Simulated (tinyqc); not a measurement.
Inside a calculation. Method: UHF in the sto-6g basis, for H2+, spin multiplicity 2. Computed by tinyqc, a small Python program that keeps every step (integrals from PySCF). Settings: charge = 1, multiplicity = 2, basis = sto-6g, energy threshold = 1e-09, iteration cap = 74, orthogonalisation = canonical, start = atomic densities, DIIS depth = 3, method = UHF. Command: `OMP_NUM_THREADS=1 python tinyqc.py 31019 31020 out.jsonl` (the two numbers bound the seeds that draw the settings). One thread of a shared host (Intel(R) Xeon(R) Processor @ 2.60GHz), about 0.03 s of CPU time with the checks. Later iterations appear only in the table of the cycle.

## One-electron integrals

Geometry (angstrom):
```
atom         x         y         z
H     0.000000  0.000000  0.000000
H     0.000000  0.000000  1.381000
```

Basis sto-6g: exponents (1/bohr^2) and contraction coefficients of normalised primitives:
```
element  l (shell)   exponent  coefficient
H            s (1)  35.523221     0.009164
H            s (1)   6.513144     0.049361
H            s (1)   1.822143     0.168538
H            s (1)   0.625955     0.370563
H            s (1)   0.243077     0.416492
H            s (1)   0.100112     0.130334
```

Overlap, kinetic and nuclear-attraction integrals over the contracted functions; the nuclear repulsion is the sum of Za Zb / Rab.

nuclear repulsion = 0.38318408 hartree

overlap S:
```
          1H 1s     2H 1s
1H 1s  1.000000  0.303806
2H 1s  0.303806  1.000000
```

kinetic energy T (hartree):
```
          1H 1s     2H 1s
1H 1s  0.768522  0.022507
2H 1s  0.022507  0.768522
```

nuclear attraction V (hartree):
```
           1H 1s      2H 1s
1H 1s  -1.620234  -0.413023
2H 1s  -0.413023  -1.620234
```

core Hamiltonian H = T + V (hartree):
```
           1H 1s      2H 1s
1H 1s  -0.851712  -0.390516
2H 1s  -0.390516  -0.851712
```

## Two-electron integrals

Functions are numbered as in S; the eight-fold symmetry (ij|kl) = (ji|kl) = (kl|ij) leaves the list below.

Two-electron integrals (ij|kl) in chemists' order, unique and non-zero (hartree):
```
(11|11) 0.774999   (21|11) 0.168560   (21|21) 0.053817   (22|11) 0.371957
(22|21) 0.168560   (22|22) 0.774999
```

## Orthogonalisation

S = U s U^T; canonical form X = U s^(-1/2), so that X^T S X = 1. Each column of U has its largest component positive (the first on a tie).

eigenvalues of S: 0.696194  1.303806

X:
```
               1         2
1H 1s   0.847461  0.619268
2H 1s  -0.847461  0.619268
```

## Starting guess

The start is atomic minimal-basis densities projected into this basis (PySCF's MINAO start) and scaled to the electron count of each spin; this density is not idempotent, so its energy is not variational and may lie below the converged one.

D(alpha) at the start:
```
          1H 1s     2H 1s
1H 1s  0.486867  0.043229
2H 1s  0.043229  0.486867
```

D(beta) at the start:
```
          1H 1s     2H 1s
1H 1s  0.000000  0.000000
2H 1s  0.000000  0.000000
```

## Iteration 1: building the Fock matrix

J_ij = sum D_kl (ij|kl) with D = D(alpha) + D(beta), K_ij = sum D_kl (ik|jl) for each spin; F = H + J - K(s); E = tr D H + tr D J / 2 - 0.5 sum_s tr D(s) K(s) + E_nn.

Coulomb J (hartree):
```
          1H 1s     2H 1s
1H 1s  0.572988  0.168786
2H 1s  0.168786  0.572988
```

exchange K(alpha) (hartree):
```
          1H 1s     2H 1s
1H 1s  0.418096  0.182539
2H 1s  0.182539  0.418096
```

exchange K(beta) (hartree):
```
          1H 1s     2H 1s
1H 1s  0.000000  0.000000
2H 1s  0.000000  0.000000
```

F(alpha) (hartree):
```
           1H 1s      2H 1s
1H 1s  -0.696820  -0.404269
2H 1s  -0.404269  -0.696820
```

F(beta) (hartree):
```
           1H 1s      2H 1s
1H 1s  -0.278724  -0.221731
2H 1s  -0.221731  -0.278724
```

total energy of this density = -0.40510258 hartree

This density is the starting one; it is not idempotent, so its energy is not variational and may lie below the converged one.

## Iteration 1: diagonalisation and new density

Diagonalise F' = X^T F X, C = X C', fill 1 alpha and 0 beta electrons from the bottom; D(s) = C_occ C_occ^T. Each column has its largest component positive (the first on a tie).

F' = X^T F X (alpha) (hartree):
```
           1          2
1  -0.420215   0.000000
2   0.000000  -0.844519
```

orbital energies (alpha) (hartree): MO1 -0.844519, MO2 -0.420215

coefficients C (alpha):
```
            MO1        MO2
1H 1s  0.619268   0.847461
2H 1s  0.619268  -0.847461
```

F' = X^T F X (beta) (hartree):
```
           1          2
1  -0.081865   0.000000
2   0.000000  -0.383842
```

orbital energies (beta) (hartree): MO1 -0.383842, MO2 -0.081865

coefficients C (beta):
```
            MO1        MO2
1H 1s  0.619268   0.847461
2H 1s  0.619268  -0.847461
```

D(alpha) after iteration 1:
```
          1H 1s     2H 1s
1H 1s  0.383493  0.383493
2H 1s  0.383493  0.383493
```

D(beta) after iteration 1:
```
          1H 1s     2H 1s
1H 1s  0.000000  0.000000
2H 1s  0.000000  0.000000
```

## Iteration 2: building the Fock matrix

As before.

Coulomb J (hartree):
```
          1H 1s     2H 1s
1H 1s  0.569132  0.170560
2H 1s  0.170560  0.569132
```

exchange K(alpha) (hartree):
```
          1H 1s     2H 1s
1H 1s  0.447128  0.292564
2H 1s  0.292564  0.447128
```

exchange K(beta) (hartree):
```
          1H 1s     2H 1s
1H 1s  0.000000  0.000000
2H 1s  0.000000  0.000000
```

F(alpha) (hartree):
```
           1H 1s      2H 1s
1H 1s  -0.729708  -0.512521
2H 1s  -0.512521  -0.729708
```

F(beta) (hartree):
```
           1H 1s      2H 1s
1H 1s  -0.282580  -0.219957
2H 1s  -0.219957  -0.282580
```

total energy of this density = -0.56958704 hartree

## Iteration 2: DIIS over 2 matrices

error matrix X^T (FDS - SDF) X (alpha):
```
          1         2
1  0.000000  0.000000
2  0.000000  0.000000
```

B (overlaps of the stored error matrices):
```
               1              2
1  0.0000000e+00  0.0000000e+00
2  0.0000000e+00  0.0000000e+00
```

Minimise |sum c_i e_i|^2 with sum c_i = 1: solve [B -1; -1 0][c; lambda] = [0; -1] with B_ij = tr e_i^T e_j summed over both spins, and take F = sum c_i F_i.

DIIS coefficients: 0.662178  0.337822

extrapolated F(alpha) (hartree):
```
           1H 1s      2H 1s
1H 1s  -0.707930  -0.440839
2H 1s  -0.440839  -0.707930
```

extrapolated F(beta) (hartree):
```
           1H 1s      2H 1s
1H 1s  -0.280027  -0.221131
2H 1s  -0.221131  -0.280027
```

## Iteration 2: diagonalisation and new density

As before.

F' = X^T F X (alpha) (hartree):
```
           1          2
1  -0.383645   0.000000
2   0.000000  -0.881089
```

orbital energies (alpha) (hartree): MO1 -0.881089, MO2 -0.383645

coefficients C (alpha):
```
            MO1        MO2
1H 1s  0.619268   0.847461
2H 1s  0.619268  -0.847461
```

F' = X^T F X (beta) (hartree):
```
           1          2
1  -0.084596   0.000000
2   0.000000  -0.384381
```

orbital energies (beta) (hartree): MO1 -0.384381, MO2 -0.084596

coefficients C (beta):
```
            MO1        MO2
1H 1s  0.619268   0.847461
2H 1s  0.619268  -0.847461
```

D(alpha) after iteration 2:
```
          1H 1s     2H 1s
1H 1s  0.383493  0.383493
2H 1s  0.383493  0.383493
```

D(beta) after iteration 2:
```
          1H 1s     2H 1s
1H 1s  0.000000  0.000000
2H 1s  0.000000  0.000000
```

## Iteration 3 (converged): orbitals

converged F(alpha) (hartree):
```
           1H 1s      2H 1s
1H 1s  -0.729708  -0.512521
2H 1s  -0.512521  -0.729708
```

converged F(beta) (hartree):
```
           1H 1s      2H 1s
1H 1s  -0.282580  -0.219957
2H 1s  -0.219957  -0.282580
```

As before.

F' = X^T F X (alpha) (hartree):
```
           1          2
1  -0.311963   0.000000
2   0.000000  -0.952771
```

orbital energies (alpha) (hartree): MO1 -0.952771, MO2 -0.311963

coefficients C (alpha):
```
            MO1        MO2
1H 1s  0.619268   0.847461
2H 1s  0.619268  -0.847461
```

F' = X^T F X (beta) (hartree):
```
           1          2
1  -0.089951   0.000000
2   0.000000  -0.385438
```

orbital energies (beta) (hartree): MO1 -0.385438, MO2 -0.089951

coefficients C (beta):
```
            MO1        MO2
1H 1s  0.619268   0.847461
2H 1s  0.619268  -0.847461
```

D(alpha) after iteration 3:
```
          1H 1s     2H 1s
1H 1s  0.383493  0.383493
2H 1s  0.383493  0.383493
```

D(beta) after iteration 3:
```
          1H 1s     2H 1s
1H 1s  0.000000  0.000000
2H 1s  0.000000  0.000000
```

## Convergence

Stop when the energy changes by less than 1e-09 hartree and every element of the error matrix X^T (F D S - S D F) X (for each spin) is below 9e-06.

Course of the cycle:
```
iteration  E (hartree)     change  largest element of the error matrix
1          -0.40510258          -                             8.74e-17
2          -0.56958704  -1.64e-01                             1.17e-16
3          -0.56958704   0.000000                             1.75e-16
```

PySCF UHF in the same basis, after a stability check = -0.56958704 hartree

Converged in 3 iterations.

## Populations, bond orders and dipole

Mulliken: Z minus the diagonal of D S on the atom; Loewdin: the same with S^(1/2) D S^(1/2); Mayer order: 2 sum_s sum (D(s) S)_ij (D(s) S)_ji over the two atoms.

Charges (e):
```
atom  Mulliken   Loewdin  Mulliken spin
1H    0.500000  0.500000       0.500000
2H    0.500000  0.500000       0.500000
```

Mayer bond orders:
```
pair     order
2-1   0.500000
```

dipole moment about the origin, x y z (debye): 0.000000  0.000000  3.316613

<S^2> of the determinant (pure state: 0.75) = 0.750000
